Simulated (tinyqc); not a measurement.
# Schottky barrier on an n-type semiconductor, non-linear Poisson equation by Newton steps: what changes with what

One dimension, metal at x = 0, donor density C(x) = Nd, uniform. Energies are counted from the electron Fermi level of the semiconductor and the conduction-band edge is Ec = -psi, so n = Nc exp(psi/Vt); holes follow the Fermi level of the metal, at -V, so p = Nv exp((V - psi - Eg)/Vt). Ends: psi(0) = V - phiB and psi = Vt ln(Nd/Nc) deep inside. Boltzmann statistics, full ionisation, no current, no image force in the Poisson equation.

Values chosen for this exercise; band and dielectric values close to those of cadmium telluride: temperature T = 300 K; band gap Eg = 1.5 eV; relative permittivity eps_r = 10.3; conduction-band density of states at T Nc = 8.14e17 cm^-3; valence-band density of states at T Nv = 1.79e19 cm^-3; donor density deep in the semiconductor Nd = 1.8e17 cm^-3; barrier height phiB = 0.75 eV; bias of the metal against the semiconductor V = 0 V.

Constants: q = 1.602176634e-19 C, kB = 1.380649e-23 J/K, Vt = kB T/q, eps0 = 8.8541878128e-14 F/cm where lengths are in cm. Results are converted to the units shown.

Each table varies one quantity; the others keep the values above.

## Capacitance-voltage profiling

The Poisson equation d/dx(eps0 eps_r dpsi/dx) = -q (p - n + C) is solved on a mesh of about 1000 nodes or more that ends in neutral material. C_s = q d/dV of the integral of n over x, from the linearised equation. Probed depth w = eps0 eps_r/C_s; apparent doping N_app = C_s^3/(q eps0 eps_r dC_s/dV), the derivative by central differences over +/- 0.02 V.

The same in every row: true C(w) (cm^-3) = 1.800e17.

Results:

| V (V) | C_s (nF/cm^2) | w (nm) | N_app (cm^-3) | \|E_0\| (kV/cm) |
|---|---|---|---|---|
| 0 | 138.5 | 65.83 | 1.799e17 | 208.2 |
| -1 | 88.34 | 103.2 | 1.800e17 | 326.5 |
| -2 | 69.98 | 130.3 | 1.800e17 | 412.1 |
| -3 | 59.74 | 152.7 | 1.800e17 | 482.8 |
| -4 | 52.98 | 172.1 | 1.800e17 | 544.3 |
| -6 | 44.35 | 205.6 | 1.800e17 | 650.2 |
| -7 | 41.37 | 220.5 | 1.800e17 | 697.2 |
| -8 | 38.91 | 234.4 | 1.800e17 | 741.1 |

Estimate the missing row, V = -5 V.

Computed row:

| V (V) | C_s (nF/cm^2) | w (nm) | N_app (cm^-3) | \|E_0\| (kV/cm) |
|---|---|---|---|---|
| -5 | 48.09 | 189.6 | 1.800e17 | 599.6 |

With this row back in the table: C_s falls from 139 to 38.9 nF/cm^2 while the probed depth goes from 65.8 to 234 nm. The apparent doping stays near 1.80e17 cm^-3. It departs most from the true doping at that depth for V = 0 V, where it is 0.053 % below it; so the doping is read well over the depths probed. In every row the doping at the probed depth exceeds a fifth of Nc, where Boltzmann statistics begin to fail.

## Effect of the relative permittivity

First integral for uniform doping: E_0^2 = (2 q/(eps0 eps_r)) [Nd (U - Vt + Vt exp(-U/Vt)) + Vt p_0], U = Vbi - V, Vbi = phiB - Vt ln(Nc/Nd), p_0 = Nv exp((phiB - Eg)/Vt) (deep holes neglected). Image-force lowering dphi = sqrt(q E_0/(4 pi eps0 eps_r)), at x_m = sqrt(q/(16 pi eps0 eps_r E_0)). W = sqrt(2 eps0 eps_r U/(q Nd)).

The same in every row: Vbi (V) = 0.71099; p_0/Nd = 2.5011e-11.

Effect of the relative permittivity:

| eps_r | W (nm) | E_0 (kV/cm) | dphi (mV) | exp(dphi/Vt) |
|---|---|---|---|---|
| 6 | 51.181 | 272.74 | 80.905 | 22.863 |
| 8 | 59.098 | 236.20 | 65.203 | 12.456 |
| 10 | 66.074 | 211.26 | 55.155 | 8.4444 |
| 12 | 72.380 | 192.85 | 48.106 | 6.4291 |
| 14 | 78.180 | 178.55 | 42.854 | 5.2470 |
| 16 | 83.578 | 167.02 | 38.770 | 4.4803 |
| 18 | 88.647 | 157.47 | 35.492 | 3.9468 |
| 20 | 93.442 | 149.38 | 32.795 | 3.5558 |

As eps_r goes from 6 to 20, the surface field falls from 273 to 149 kV/cm, the lowering falls from 80.9 to 32.8 mV and W rises from 51.2 to 93.4 nm. Over the table the lowering goes as eps_r^(-0.75); the depletion formulas give -3/4.

tinyqc, about 0.04 s, one thread, Intel Xeon 2.30GHz (shared host): `OMP_NUM_THREADS=1 python tinyqc.py 2020011 2020012 out.jsonl`
